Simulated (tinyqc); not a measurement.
Signal and retention of a DRAM cell: two steps of the calculation.

A stored one starts at Vd and leaks: Cs dV/dt = -I(V), I = a sqrt((V + Vb)/(Vd + Vb)) + b, with a = Ig exp[-(Eg1 q/kB)(1/T - 1/T0)] (generation in a depletion layer) and b = Is exp[-(Es q/kB)(1/T - 1/T0)]. The bit line is precharged to Vd/2, and charge sharing gives the signal (V - Vd/2) Cs/(Cs + Cb).

Parameters, values chosen for the exercise:
- Vd = 1.5 V (array voltage)
- Cs = 13 fF (cell capacitance)
- Vb = 1.65 V (built-in plus back-bias voltage of the storage junction)
- Ig = 1.4 fA (junction leakage at V = Vd and T0)
- Is = 0.17 fA (voltage-independent leakage at T0)
- Es = 0.31 eV (activation energy of Is)
- T0 = 358 K (reference temperature)
- T = 358 K (temperature)
- sg = 0.74 (deviation of ln(retention time) over the cells)
- Nc = 1.07e9 (cells)
- tr = 32 ms (refresh interval)
- Eg1 = 0.52 eV (activation energy of Ig)

Constants: q = 1.602176634e-19 C, kB = 1.380649e-23 J/K. Results are converted to the units shown.

Problem 1. Retention time. With s = sqrt((Vc + Vb)/(Vd + Vb)), the time from Vd to Vc is t = [2 Cs (Vd + Vb)/a] [1 - s - (b/a) ln((a + b)/(a s + b))].

Vc = 1.2703846 V

Find: a; b; retention time; estimate with the current held at a + b.

Solution 1.

a = 1.400 fA
b = 0.1700 fA
retention time = 1.933 s
estimate with the current held at a + b = 1.901 s

Problem 2. Failing cells. This time is the median of a log-normal spread: failing cells = Nc erfc(z/sqrt 2)/2, z = ln(t/tr)/sg. One failure is expected at the interval where that count equals 1.

retention time = 1.9332619 s

Wanted: z; failing cells; interval for one failure.

Solution 2.

z = 5.542
failing cells = 15.98
interval for one failure = 22.66 ms

The weakest cell of the array lies about 6.01 deviations out, a factor of 85.3 below the median; the chosen interval is longer than that time.

Range of the model: Real arrays also hold a tail of unusually leaky cells and cells whose retention varies in time, which this model lacks.

Program tinyqc, `OMP_NUM_THREADS=1 python tinyqc.py 2130039 2130040 out.jsonl`; Intel Xeon 2.30GHz, shared host, one thread, about 0.01 s.
